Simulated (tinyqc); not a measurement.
# Contact resistivity and sheet resistance from two contact lengths

Problem. Rc = [sqrt(rc Rsh)/Wc] coth(Lc/(2 LT)), LT = sqrt(rc/Rsh), Wc = 22 nm; the second contact is twice as long as the first. Find LT, rc and Rsh.

Rc for Lc = 20 and 40 nm (ohm): [354.421017, 221.359648]

Solution. With t = tanh(Lc/(2 LT)) for the shorter contact, the resistance of the longer over that of the shorter is (1 + t^2)/2. Then sqrt(rc Rsh) = Rc t Wc, and rc and Rsh follow by multiplying and dividing by LT.

LT = 18.24 nm
rc = 7.100e-10 ohm cm^2
Rsh = 213.3 ohm

Numbers from tinyqc (`OMP_NUM_THREADS=1 python tinyqc.py 2170036 2170037 out.jsonl`; about 0.06 s on one thread of a shared Intel Xeon 2.30GHz).
